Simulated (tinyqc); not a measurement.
Inside a calculation. Model: straight dislocations in isotropic elasticity: fields, energies, partials, Peierls stress and walls. Computed by tinyqc, a small Python program that keeps every step. Command: `OMP_NUM_THREADS=1 python tinyqc.py 3010728 3010729 out.jsonl disloc walk`. One thread of a shared host (Intel(R) Xeon(R) Processor @ 2.30GHz), about 0.01 s of CPU time with the checks. Intermediate numbers are printed to about 6 digits and carried at full precision; extremes and crossings named in words are read from the listed rows.

The line runs along z, the glide plane is y = 0, and beta is the angle between b and the line (0 screw, 90 degrees edge): b_e = b sin(beta) along +x with the extra half plane at y > 0, b_s = b cos(beta). Stress is positive in tension.

Inputs (values chosen for the exercise, modelled on nickel): shear modulus G = 77.5 GPa; Poisson ratio nu = 0.318; Burgers vector b = 2.492 angstrom; stacking-fault energy gamma = 137 mJ/m^2; dislocation density rho = 2.8e+14 1/m^2; core radius r0/b = 0.5; misfit volume of a solute dV = -3.6 angstrom^3; temperature T = 950 K; unstable fault energy gamma_us = 476 mJ/m^2; tilt angle theta = 9.4 degrees; source length l = 62 nm.

Character: edge.

field point (x, y) (nm): [-5.4, 7.2]

Constants: 1 eV/angstrom^3 = 160.2176634 GPa; k_B = 8.617333262e-05 eV/K.

## Line energy and line tension

Energy factor K = G [cos^2(beta) + sin^2(beta)/(1 - nu)]. E = K b^2/(4 pi) ln(R/r0) with R = 1/(2 sqrt(rho)); tension T = E + d^2E/d(beta)^2 = G b^2 [1 + nu - 3 nu sin^2(beta)]/(4 pi (1 - nu)) ln(R/r0). The core energy is taken into r0.

energy factor K = 113.636 GPa

ln(R/r0) = 5.47986

line energy E = 19.2071 eV/nm

line tension T = 6.99140 eV/nm

stored energy rho E = 861.650 kJ/m^3

T/E = 0.36: bowing turns parts of the line towards the cheaper screw character, so it is soft.

## Stress at a point

With D = G b_e/(2 pi (1 - nu)), S = G b_s/(2 pi), r^2 = x^2 + y^2: s_xx = -D y (3x^2 + y^2)/r^4, s_yy = D y (x^2 - y^2)/r^4, s_xy = D x (x^2 - y^2)/r^4, s_zz = nu (s_xx + s_yy), s_xz = -S y/r^2, s_yz = S x/r^2. Pressure p = -trace/3.

stress (MPa), rows x, y, z:
$$\begin{pmatrix}
-689.067 & 84.130 & 0.000 \\
84.130 & -112.174 & 0.000 \\
0.000 & 0.000 & -254.795
\end{pmatrix}$$

pressure p = 352.012 MPa

The point lies above the glide plane, on the compressed side.

## Force on a second, equal dislocation at that point; binding of a solute

Peach-Koehler force per length on a parallel dislocation with the same b: in the glide plane F_x = s_xy b_e + s_yz b_s, normal to it F_y = -(s_xx b_e + s_xz b_s), which drives climb of the edge part or cross-slip of a screw. A solute with misfit volume dV has the energy p dV, and its dilute concentration is scaled by exp(-p dV/(k_B T)).

glide force F_x = 20.9653 mN/m

normal force F_y = 171.715 mN/m

solute energy = -7.90950 meV

concentration ratio = 1.10144

Along x the second dislocation is attracted towards the plane x = 0, where like edge components stack into a wall. The undersized solute is enriched here.

## Splitting into partials

Shockley partials have b_p = b/sqrt(3) at the angles beta -/+ 30 degrees; their repulsion balances the fault at d = G b_p^2/(8 pi gamma) (2 - nu)/(1 - nu) [1 - 2 nu cos(2 beta)/(2 - nu)].

partial Burgers vector b_p = 1.43876 angstrom

splitting width d = 1.58360 nm

d/b = 6.35473

## Peierls-Nabarro core of the undissociated dislocation

Misfit energy gamma(u) = (gamma_us/2)(1 - cos(2 pi u/b)), so the largest restoring stress is tau_max = pi gamma_us/b; u(x) = b/2 + (b/pi) arctan(x/zeta), zeta = K b/(4 pi tau_max). Summing the misfit energy over atomic rows a' apart gives, for a wide core, W_P = (K b^2/pi) exp(-2 pi zeta/a') and sigma_P = (K b/a') exp(-2 pi zeta/a'); a' = b/2 for edge and 30-degree lines, b sqrt(3)/2 for screw and 60-degree lines.

tau_max = 6.00079 GPa

half width zeta = 3.75532 angstrom

row spacing a' = 1.246 angstrom

Peierls barrier W_P = 8.36698e-05 meV/nm

Peierls stress sigma_P = 0.00135632 MPa

zeta/a' = 3.01 and sigma_P/G = 1.8e-8: the stress falls by a factor e for each a'/(2 pi) of half width. Caution: so small a Peierls stress means only that the model finds negligible lattice resistance; its value is not a prediction.

## Strength from dislocations

Frank-Read source, averaged over the loop: tau = G b/(2 pi l) [(1 - nu/2)/(1 - nu)] ln(l/r0). Taylor hardening: tau = 0.3 G b sqrt(rho).

Frank-Read stress = 379.635 MPa

Taylor stress = 96.9505 MPa

Of the source, forest and Peierls stresses the largest here is the source stress. Caution: the source is longer than the mean dislocation spacing 1/sqrt(rho), so the forest would pin it into shorter segments and its stress is only formal.

## Low-angle tilt boundary

A symmetric tilt wall of edge dislocations has the spacing h = b/(2 sin(theta/2)); Read-Shockley: gamma_b = E0 theta (A - ln theta), E0 = G b/(4 pi (1 - nu)), A = 1 + ln(b/(2 pi r0)), theta in radians.

spacing h = 1.52065 nm

boundary energy = 614.748 mJ/m^2

angle of the maximum, exp(A - 1) = 18.2378 degrees

## Character of the line

E = K b^2/(4 pi) ln(R/r0); T = G b^2 [1 + nu - 3 nu sin^2(beta)]/(4 pi (1 - nu)) ln(R/r0).

From screw to edge:
```
beta (degrees)  K (GPa)  E (eV/nm)  T (eV/nm)   d (nm)
0                77.500    13.0993    25.3150  0.71460
15               79.921    13.5084    24.0876  0.77281
30               86.534    14.6262    20.7341  0.93185
45               95.568    16.1532    16.1532  1.14910
60              104.602    17.6802    11.5723  1.36635
75              111.216    18.7980     8.2188  1.52539
90              113.636    19.2071     6.9914  1.58360
```

The edge costs 1/(1 - nu) = 1.466 times the screw in energy, yet its tension is only (1 - 2 nu)/(1 + nu) = 0.276 of the screw value, so loops under stress are elongated along b. The edge splits 2.22 times as widely, (2 + nu)/(2 - 3 nu), since there the larger, edge parts of the partials repel with the factor 1/(1 - nu) and the small screw parts attract, while in the screw the roles are exchanged.

Checks made by the program: zero divergence of the stress field, by differences and relative to the size of its gradient (relative difference 1e-10); splitting against the force between the two partials (relative difference below 1e-10).
